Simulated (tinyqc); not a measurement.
A chain with uneven site energies and dephasing by Buettiker voltage probes: one step of the calculation.

Sites 1 to 3 form a chain with hopping -t. Lead L joins site 1 and lead R site 3, both semi-infinite chains with hopping -t and site energy 0. Every site carries a probe with self-energy -i Gamma_p/2 that draws no net current. Linear response at zero temperature: mu_L = 1, mu_R = 0 in units of the bias.

Question. Green function. Sigma = t^2 g(E), g(x) = (x - i sqrt(4 t^2 - x^2))/(2 t^2) for |x| < 2 t and (x - sign(x) sqrt(x^2 - 4 t^2))/(2 t^2) otherwise; Gamma = -2 Im Sigma; G = (E - H - Sigma_L - Sigma_R + i Gamma_p/2)^(-1).

Parameters, values chosen for the exercise:
```
symbol                value  unit                      meaning
t                         1    eV  hopping (matrix element -t)
U       [0.78, -0.61, 0.65]    eV         site energies 1 to N
E                      0.23    eV                 Fermi energy
gp                     0.73    eV     probe broadening Gamma_p
```

Give: Sigma; Gamma; G.

Answer.

Sigma = 0.11500-0.99337i eV
Gamma = 1.9867 eV

G (1/eV):

|  | 1 | 2 | 3 |
|---|---|---|---|
| 1 | -0.25019-0.39078i | 0.30281+0.07999i | 0.02503+0.21306i |
| 2 | 0.30281+0.07999i | 0.31002-0.35813i | 0.30606+0.10769i |
| 3 | 0.02503+0.21306i | 0.30606+0.10769i | -0.24282-0.41523i |

tinyqc, about 0.01 s, one thread, Intel Xeon 2.30GHz (shared host): `OMP_NUM_THREADS=1 python tinyqc.py 2700019 2700020 out.jsonl`
